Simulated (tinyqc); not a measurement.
Effective charge: two electrons on one impurity (helium-like model).

Units Ha* = 2 Ry m/eps^2 and a* = a0 eps/m. One electron is bound by Z^2/2. Two electrons in the singlet built from exp(-a r) and exp(-b r): S = 8 (ab)^(3/2)/(a + b)^3, h_aa = a^2/2 - Z a, h_bb alike, h_ab = S (ab/2 - Z (a + b)/2), J = ab (a^2 + 3ab + b^2)/(a + b)^3, K = 20 (ab)^3/(a + b)^5, E = (h_aa + h_bb + 2 S h_ab + J + K)/(1 + S^2). For a = b this is a^2 - 2 Z a + 5a/8. Real double donors are deeper, since the central cell is left out.

Inputs chosen for the exercise (out of a larger set: near those of impurities in Si; not measured data):
```
symbol  value                                       unit  meaning
m       0.298                                       m0    one mean mass
eps     12                                                dielectric constant
Zs      (0.97, 1.06, 1.14, 1.55, 1.85, 2.62, 3.67)        charges
```

Ha* = 56.3125 meV

Binding of the first electron, of the second (-E - Z^2/2) with equal and with unequal orbitals, and U, the first less the second (unequal).

Results (meV):
```
Z     first  second, equal  second, unequal   a/b      U  U/(Z Ha*)
0.97   26.5          -2.15             0.24  4.09   26.3      0.481
1.06   31.6          -0.17             1.97  3.19   29.7      0.497
1.14   36.6           1.97             3.98  2.82   32.6      0.508
1.55   67.6          18.59            20.29  2.11   47.4      0.543
1.85   96.4          36.75            38.36  1.91   58.0      0.557
2.62  193.3         106.56           108.06  1.65   85.2      0.578
3.67  379.2         255.57           257.00  1.50  122.2      0.591
```

Equal orbitals bind a second electron only above Z = (5/16)/(1 - 1/sqrt2) = 1.067; unequal ones do so in 7 of the 7 rows. Their gain is 2.39 meV in the first row and 1.44 in the last, while the second binding grows to 257 meV, so the gain decides the matter only near Z = 1. U grows almost linearly with Z: U/(Z Ha*) goes from 0.481 to 0.591, towards 5/8, while the first binding grows as Z^2. Angular correlation is left out: at Z = 1 this function binds the second electron by 0.0133 Ha*, half the exact 0.0278.

Program tinyqc; command `OMP_NUM_THREADS=1 python tinyqc.py 1282070 1282071 out.jsonl`; about 0.06 s on one thread of a shared Intel(R) Xeon(R) Processor @ 2.30GHz.
